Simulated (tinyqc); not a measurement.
Inversion-layer mobility, back-scattering and ballistic limit of a field-effect transistor: one step, computed by the program tinyqc.

The charge at the top of the source barrier is fixed by the gate; series resistance and short-channel effects are left out. F_j are Fermi integrals normalised to exp(eta) in the classical limit.

Task: Effective mobility. mu_phonon = mu_ph (E_eff/1 MV/cm)^(-0.3) (T/300 K)^(-1.75); mu_rough = mu_sr (E_eff/1 MV/cm)^(-2); mu_Coulomb = mu_C (N_inv/1e12 cm^-2) (T/300 K); Matthiessen's rule adds 1/mu.

Inputs (values chosen for the exercise, modelled on a strained silicon n-channel):
```
quantity                                     value        unit
phonon mobility at 1 MV/cm and 300 K, mu_ph    610  cm^2/(V s)
roughness mobility at 1 MV/cm, mu_sr          2100  cm^2/(V s)
Coulomb mobility at N_inv = 1e12/cm^2, mu_C   1100  cm^2/(V s)
temperature T                                  300           K
```

Statistics at the top of the barrier: Fermi-Dirac.

inversion density N_inv = 1.110796e+13 1/cm^2

effective field E_eff = 0.8837198 MV/cm

Give: phonon part; roughness part; Coulomb part; effective mobility mu.

Result:

phonon part = 633.0 cm^2/(V s)

roughness part = 2689 cm^2/(V s)

Coulomb part = 12219 cm^2/(V s)

effective mobility mu = 491.8 cm^2/(V s)

The phonon part is the lowest and holds 78 % of 1/mu.
